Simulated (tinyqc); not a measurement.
From results back to parameters: thin-film optics by transfer matrices. Two cases, with inputs chosen for the exercise.

Problem. A bare substrate in air: with rho = tan(Psi) exp(i Delta), Delta = 180 degrees at small angles on a dielectric, conj(eps) = sin^2(theta) [1 + tan^2(theta) ((1 - rho)/(1 + rho))^2], and n + i k = sqrt(eps).

Find: rho; eps; n; k.

Method. Form rho, insert it, conjugate, and take the root with k >= 0.

Case 1.

Values chosen (out of a larger set: indices near those of resist, ARC, SiO2 on polySi; not measured data): lam = 193 nm (vacuum wavelength); theta_e = 75 degrees (angle of the ellipsometer).

Psi = 35.1188 degrees
Delta = 70.1468 degrees

Solution.

rho = 0.2388+0.6615i
eps = -4.06+4.47i
n = 0.994
k = 2.247

Case 2.

Values chosen (out of a larger set: indices near those of resist, SiO2 on W; not measured data): lam = 633 nm (vacuum wavelength); theta_e = 70 degrees (angle of the ellipsometer).

Psi = 25.1884 degrees
Delta = 134.8668 degrees

Solution.

rho = -0.3318+0.3333i
eps = 4.36+22.26i
n = 3.677
k = 3.027

Computed by tinyqc, one run a case: `OMP_NUM_THREADS=1 python tinyqc.py N N+1 out.jsonl` with N = 1651167, 1651208; one thread of a shared Intel(R) Xeon(R) Processor @ 2.30GHz, about 0.01 s a run at most.
